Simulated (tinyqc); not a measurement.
From results back to parameters: bond-orbital model of a tetrahedral semiconductor (Harrison's universal couplings). Three cases, with inputs chosen for the exercise.

Problem. In the bond-orbital model the bond-antibond splitting is 2 sqrt(V2^2 + V3^2), Z* = 4 ap - (Z - 4) with ap = V3/sqrt(V2^2 + V3^2), and V2 = 3.22 x 2c/d^2, c = hbar^2/2m0. The values below come from a hidden bond length and V3.

Constants: hbar^2/2m0 = 3.80998211 eV angstrom^2.

Find: V2, V3; d.

Method. ap = (Z* + Z - 4)/4; V3 = ap times half the splitting, V2 = sqrt(1 - ap^2) times it, and d = sqrt(6.44 c/V2).

Case 1.

Values chosen (out of a larger set: near tabulated values for GaAs; the model gives trends, and its gaps can be far from the real ones; not measured data): Z = 5 (valence electrons of the anion).

splitting = 9.19339 eV
Z* = 0.82957 e

Solution.

V2, V3 (eV): 4.088  2.103

d = 2.450 angstrom

Case 2.

Values chosen (out of a larger set: near tabulated values for InSb; the model gives trends, and its gaps can be far from the real ones; not measured data): Z = 5 (valence electrons of the anion).

splitting = 7.15297 eV
Z* = 1.02294 e

Solution.

V2, V3 (eV): 3.085  1.809

d = 2.820 angstrom

Case 3.

Values chosen (out of a larger set: near tabulated values for GaSb; the model gives trends, and its gaps can be far from the real ones; not measured data): Z = 5 (valence electrons of the anion).

splitting = 7.65781 eV
Z* = 0.50565 e

Solution.

V2, V3 (eV): 3.547  1.441

d = 2.630 angstrom

Computed by tinyqc, one run a case: `OMP_NUM_THREADS=1 python tinyqc.py N N+1 out.jsonl` with N = 1452854, 1452881, 1452889; one thread of a shared Intel(R) Xeon(R) Processor @ 2.30GHz, about 0.01 s a run at most.
